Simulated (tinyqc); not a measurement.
Raising U: Hubbard ring of 6 sites, mean field against exact. Computed by the program tinyqc. 

one-body matrix (hopping and site energies) (eV):
```
         1        2        3        4        5        6
1   0.0000  -0.9300   0.0000   0.0000   0.0000  -0.9300
2  -0.9300   0.0000  -0.9300   0.0000   0.0000   0.0000
3   0.0000  -0.9300   0.0000  -0.9300   0.0000   0.0000
4   0.0000   0.0000  -0.9300   0.0000  -0.9300   0.0000
5   0.0000   0.0000   0.0000  -0.9300   0.0000  -0.9300
6  -0.9300   0.0000   0.0000   0.0000  -0.9300   0.0000
```

electrons, up and down: 3  3

Collinear unrestricted mean field (the lowest of 40 random starts) against exact diagonalisation.

Exact and mean-field results (eV):
```
U          U/t   E exact  E mean field  mean |n_up - n_down|  double occupancy, exact  first gap in the sector
0.470    0.505  -6.75895      -6.73500                 0.000                    0.233                    1.700
0.930    1.000  -6.13908      -6.04500                 0.000                    0.216                    1.540
1.860    2.000  -5.03079      -4.65000                 0.000                    0.181                    1.221
2.790    3.000  -4.12302      -3.39569                 0.554                    0.145                    0.938
3.720    4.000  -3.41190      -2.63778                 0.758                    0.111                    0.716
5.580    6.000  -2.46312      -1.81127                 0.891                    0.064                    0.451
7.440    8.000  -1.90476      -1.37390                 0.938                    0.039                    0.324
11.160  12.000  -1.30187      -0.92363                 0.972                    0.019                    0.211
18.600  20.000  -0.79283      -0.55661                 0.990                    0.007                    0.126
```

In absolute terms mean field is worst at U/t = 4.0, 0.774 eV too high: at small U it is nearly exact, and at large U it misses only exchange-scale energies. Its local moments set in at U/t = 3.0 of those listed, a broken symmetry that the exact state of a finite cluster with equal spins does not have. Relative to the exact energy its error is 0.4 % at the smallest U, 30 % at most and 30 % at the largest. The double occupancy falls from 0.233 to 0.007; at the largest U the first gap is 0.68 times the exchange scale 4t^2/U.
